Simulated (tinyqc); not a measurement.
Which pair of peaks is best: composition and strain of an epitaxial Si(1-x)Ge(x) layer from Raman and X-ray peaks. Computed by tinyqc, a small Python program. Command: `OMP_NUM_THREADS=1 python tinyqc.py 3020996 3020997 out.jsonl epiraman walk`. One thread of a shared host (Intel(R) Xeon(R) Processor @ 2.30GHz), about 0.01 s of CPU time with the checks.

A (001) layer, biaxially strained in the plane. The Raman peaks follow empirical lines omega = w0 + c1 x + c3 x^3 + b eps (c3 for Si-Ge alone), with eps the in-plane strain.

Inputs (values chosen for the exercise, modelled on silicon-germanium): Ge fraction x = 0.66; Si-Si: c1 = -65.4 1/cm; Si-Si: strain coefficient b = -728 1/cm; Si-Ge: c1 = 24.8 1/cm; Si-Ge: c3 = -35.9 1/cm; Si-Ge: strain coefficient b = -580 1/cm; Ge-Ge: c1 = 19.2 1/cm; Ge-Ge: strain coefficient b = -449 1/cm; uncertainty of a Raman peak = 0.1 1/cm.

Substrate: germanium.

Method. For each pair invert J = [d omega/dx, d omega/d eps] at the true x. Independent errors of the given size in both peaks give sigma_x and sigma_eps = uncertainty x (norm of the rows of the inverse of J).

Error propagation:
```
pair               det J    sigma_x  sigma_eps (per mille)
Si-Si and Si-Ge   21.833  0.0042633                0.31621
Si-Si and Ge-Ge  43.3422  0.0019734                0.15726
Si-Ge and Ge-Ge   21.065  0.0034820                0.13903
```

What does the comparison show, and why?

The pair Si-Si and Ge-Ge fixes x best (sigma_x = 0.0020) and Si-Si and Si-Ge worst (0.0043), a factor 2.2. Strain moves all peaks the same way, so a good pair needs different ratios of composition slope to strain coefficient, best of opposite sign; the slopes here are -65.4, -22.1 and 19.2 per cm for Si-Si, Si-Ge and Ge-Ge. Errors in the coefficients themselves are not counted.

Extremes, crossings and ranges named in words are read from the listed rows.
